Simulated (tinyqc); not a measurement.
MOSFET in the linear regime without short-channel effects, parameter extraction from computed curves: one step of the calculation.

Inversion charge Q = Cox n Vt W0(exp((Vg - VT)/(n Vt))), W0 the Lambert function and n = nf; u = Q/Cox; mobility mu = mu0/(1 + th1 u + th2 u^2); channel resistance Rch = (L - dL)/(W mu Q); Id = Vd/(Rch + Rsd/W). Cox = eps0 eox/tox. Small Vd, no channel-length or drain effects.

Question. Transfer curve. u, mu, Rch and Id as defined.

Inputs (values chosen for the exercise); channel values of the order met in silicon transistors:
```
symbol  value        unit                                                                 meaning
T         400           K                                                             temperature
eox       3.9              relative permittivity of the gate insulator (close to silicon dioxide)
tox       1.1          nm                                                     insulator thickness
mu0       130  cm^2/(V s)                                                      low-field mobility
th1       0.1         1/V                                       first mobility attenuation factor
th2      0.19       1/V^2                                      second mobility attenuation factor
VT       0.54           V                                                       threshold voltage
nf       1.19                                                                         body factor
W           1          um                                                              gate width
L        0.14          um                                                       drawn gate length
dL      0.003          um                                             drawn less effective length
Rsd       160      ohm um                                            source plus drain resistance
Vd       0.01           V                                                           drain voltage
```

Constants: q = 1.602176634e-19 C, kB = 1.380649e-23 J/K, Vt = kB T/q, eps0 = 8.8541878128e-14 F/cm where lengths are in cm. Results are converted to the units shown.

| point | Vg (V) |
|---|---|
| 0 | 0.24 |
| 1 | 0.39 |
| 2 | 0.54 |
| 3 | 0.69 |
| 4 | 0.84 |
| 5 | 0.99 |
| 6 | 1.14 |
| 7 | 1.29 |
| 8 | 1.44 |
| 9 | 1.59 |

Wanted: u; mu; Rch; Id.

Answer.

| point | u (V) | mu (cm^2/(V s)) | Rch (ohm) | Id (uA) |
|---|---|---|---|---|
| 0 | 2.7312e-5 | 130.00 | 1.2291e7 | 8.1357e-4 |
| 1 | 0.0010325 | 129.99 | 3.2518e5 | 0.030737 |
| 2 | 0.023263 | 129.68 | 14466 | 0.68373 |
| 3 | 0.10966 | 128.30 | 3101.8 | 3.0658 |
| 4 | 0.22939 | 125.85 | 1511.7 | 5.9821 |
| 5 | 0.36081 | 122.55 | 987.00 | 8.7184 |
| 6 | 0.49763 | 118.53 | 739.92 | 11.112 |
| 7 | 0.63747 | 113.94 | 600.85 | 13.143 |
| 8 | 0.77923 | 108.94 | 514.09 | 14.835 |
| 9 | 0.92231 | 103.68 | 456.38 | 16.224 |

Program tinyqc, `OMP_NUM_THREADS=1 python tinyqc.py 2210073 2210074 out.jsonl`; Intel Xeon 2.30GHz, shared host, one thread, about 0.01 s.
